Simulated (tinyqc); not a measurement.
Inside a calculation. Model: conduction-band offset of an n-N heterojunction from carrier-profile moments.

Program tinyqc, `OMP_NUM_THREADS=1 python tinyqc.py 2410056 2410057 out.jsonl`; Intel Xeon 2.30GHz, shared host, one thread, about 0.08 s. Printed values are rounded.

Layer 1 (x < 0) accumulates electrons and layer 2 (x > 0) is depleted. Boltzmann statistics. The bands bend down by V1 in layer 1 and up by V2 in layer 2, with V1 + V2 = VD = dE + Vt ln[(N2/Nc2)/(N1/Nc1)].

Inputs (values chosen for the exercise); values of the order of III-V alloys:
- T = 200 K (temperature)
- eps_r = 12.4 (relative permittivity of both layers)
- Nc1 = 6.5e17 cm^-3 (density of states of the narrow-gap layer 1)
- Nc2 = 1.4e18 cm^-3 (density of states of the wide-gap layer 2)
- dE = 0.25 eV (conduction-band offset)
- N1 = 1.8e16 cm^-3 (donor density in layer 1)
- N2 = 5.3e16 cm^-3 (donor density in layer 2)
- si = 0 cm^-2 (fixed charge at the interface)

Constants: q = 1.602176634e-19 C, kB = 1.380649e-23 J/K, Vt = kB T/q, eps0 = 8.8541878128e-14 F/cm where lengths are in cm. Results are converted to the units shown.

Range of the model: The accumulated density at the interface nears Nc1, where degeneracy and quantisation set in.

## Division of the diffusion potential

Sheet densities from the first integral: Q1 = sqrt((2 eps0 eps_r Vt N1/q)(exp(u1) - u1 - 1)) extra electrons, Q2 = sqrt((2 eps0 eps_r Vt N2/q)(exp(-u2) + u2 - 1)) missing ones, u = V/Vt; neutrality Q1 = Q2 + si. Q1 - Q2 rises steadily with V1, so V1 follows by bisection.

VD = 0.2553887 V
V1 = 0.06116956 V
V2 = 0.1942191 V
Q1 = 3.585509e11 cm^-2
n at x = 0- = 6.261487e17 cm^-3
n at x = 0+ = 6.763468e11 cm^-3

n drops across the interface by 9.26e5 = (Nc1/Nc2) exp(dE/Vt).

## Electron profile

-x, left point 0 to 9 (nm): 0  0.592  3.59  10.3  21.8  38.9  62.5  93.3  132  179
x, right point 0 to 9 (nm): 0  9.89  24.4  41.3  60  80.2  102  124  148  172

Integrate the field q Q(V)/(eps0 eps_r) away from the interface on each side; n = N exp(+/- V/Vt).

n in layer 1, left point 0 to 9 (cm^-3): 6.26149e17  5.27614e17  2.68756e17  1.08648e17  4.92991e16  2.88835e16  2.15332e16  1.89746e16  1.82093e16  1.80332e16
n in layer 2, right point 0 to 9 (cm^-3): 6.76347e11  1.09353e13  2.93298e14  4.16476e15  2.06012e16  4.03356e16  4.96338e16  5.22027e16  5.28390e16  5.29677e16

## Offset from the moments

A C-V profile smears n(x) but keeps its zeroth and first moments: si = -int (N - n) dx, VD = (q/(eps0 eps_r)) int (N - n) x dx, dE = VD - Vt ln[(N2/Nc2)/(N1/Nc1)]. Use the trapezoidal rule on each side.

si = 3.480638e10 cm^-2
VD = 0.2544067 V
dE = 0.2490180 eV

On these few points dE comes out -0.98 meV from the true 0.25 eV, and si misses by 3.5e10 cm^-2, 9.7 % of Q1.
